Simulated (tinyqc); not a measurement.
Ferroelectric switching by domains, Kolmogorov-Avrami-Ishibashi kinetics with Merz's law: one step of the calculation.

A film poled to -Ps gets a pulse V of length t. Field E = V/d, characteristic time tau = t0 exp(Ea/E). The switched share is f = 1 - exp(-(t/tau)^m). P = Ps (2 f - 1).

Problem. Field and characteristic time. E = V/d, tau = t0 exp(Ea/E).

Parameters, values chosen for the exercise: time prefactor t0 = 1.1 ns; activation field Ea = 4300 kV/cm; film thickness d = 8 nm; pulse voltage V = 0.64 V.

Find: E; tau.

Solution.

E = 800.00 kV/cm
tau = 237.53 ns

Computed by the program tinyqc: `OMP_NUM_THREADS=1 python tinyqc.py 2860003 2860004 out.jsonl`, one thread of a shared Intel Xeon 2.30GHz, about 0.01 s for the whole run.
